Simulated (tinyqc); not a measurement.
# Changing the period of the pattern

Model: rapid thermal processing of a wafer: radiative balance, ramp and cooling, pattern effects, pyrometer error and spike budget. Computed by tinyqc, a small Python program. Command: `OMP_NUM_THREADS=1 python tinyqc.py 3111645 3111646 out.jsonl rtp sweep`. One thread of a shared host (Intel(R) Xeon(R) Processor @ 2.30GHz), about 0.04 s of CPU time with the checks.

The wafer is opaque and uniform through its thickness unless said otherwise; temperatures in formulas are in kelvin (C + 273.15). sigma = 5.670374419e-12 W/(cm^2 K^4).

Inputs (values chosen for the exercise, modelled on a hot silicon wafer):

| quantity | value | unit |
|---|---|---|
| wafer thickness d | 725 | micrometre |
| heat capacity per volume C | 2 | J/(cm^3 K) |
| thermal conductivity k | 0.22 | W/(cm K) |
| emissivity eps of each face | 0.7 | - |
| reflectivity of the chamber walls r | 0.84 | - |
| gas heat-transfer coefficient h, both faces together | 1.8 | mW/(cm^2 K) |
| wall temperature T_w | 700 | K |
| process temperature | 940 | C |
| ramp rate | 55 | K/s |
| relative change of absorptivity over a pattern | 13 | % |
| activation energy of the process E_a | 1.24 | eV |

Constants: k_B = 8.617333262e-05 eV/K.

Method:
- Effective emissivity between parallel grey plates: eps_eff = 1/(1/eps + 1/(1 - r) - 1). Loss per area q(T) = 2 eps_eff sigma (T^4 - T_w^4) + h (T - T_w).
- Absorbed power during a ramp = q(T) + C d x ramp rate; thermal time constant tau = C d/(dq/dT), dq/dT = 8 eps_eff sigma T^3 + h; natural cooling rate q/(C d); front-to-back difference under one-sided heating at the end of the ramp = (absorbed power) d/(2 k).
- At steady state a sinusoidal change of absorbed power of relative amplitude a and period p gives the temperature amplitude a q/(dq/dT + k d (2 pi/p)^2); healing length l = sqrt(k d/(dq/dT)); process change = E_a dT/(k_B T^2). Emissivity is taken as unchanged.

One run for each value:

| period of the pattern (mm) | amplitude (K) | change of the process rate (%) |
|---|---|---|
| 0.3 | 7.7926e-04 | 7.6191e-04 |
| 0.71 | 4.3643e-03 | 4.2672e-03 |
| 1.7 | 2.5008e-02 | 2.4451e-02 |
| 4 | 1.3805e-01 | 1.3498e-01 |
| 9.5 | 7.6615e-01 | 7.4909e-01 |
| 22 | 3.7856e+00 | 3.7013e+00 |
| 53 | 1.5002e+01 | 1.4668e+01 |
| 130 | 3.0885e+01 | 3.0197e+01 |
| 300 | 3.7275e+01 | 3.6445e+01 |

Describe and explain the trends.

Over the rows, amplitude (K) rises from 7.79e-4 to 37.3 (exponent d ln y / d ln x 2.0 between the first rows and 0.22 between the last); change of the process rate (%) rises from 7.62e-4 to 36.4 (exponent d ln y / d ln x 2.0 between the first rows and 0.22 between the last). At the low end the exponent of amplitude is 2.00, close to 2: conduction smooths short periods.
